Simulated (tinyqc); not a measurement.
Inside a calculation. Method: coherent transport through a tight-binding region between two chains. One step of it, computed by the program tinyqc.

Problem. Transmission at E = -0.99 eV. Surface Green function g = (E - i sqrt(4 t^2 - E^2)) / (2 t^2); self-energy tc^2 g on each contact site; G = (E - H - Sigma)^(-1); Gamma = -2 Im Sigma; T = Gamma_L Gamma_R |G_LR|^2; local density of states -Im G_ii / pi.

H of the central region (eV):
$$\begin{pmatrix}
-0.090000 & -1.700000 \\
-1.700000 & 0.140000
\end{pmatrix}$$

Leads: semi-infinite chains with site energy 0:
```
parameter                           value
lead hopping t (eV)              2.540000
coupling to the left lead (eV)   1.020000
coupling to the right lead (eV)  0.510000
left contact site                       1
right contact site                      2
```

E = -0.990000 eV

Give: g; G; local density of states; transmission.

Solution.

g = -0.077-0.386i 1/eV

G (1/eV):
$$\begin{pmatrix}
0.502-0.181i & 0.788-0.206i \\
0.788-0.206i & 0.331-0.286i
\end{pmatrix}$$

local density of states (1/eV): [0.058, 0.091]

transmission = 0.107
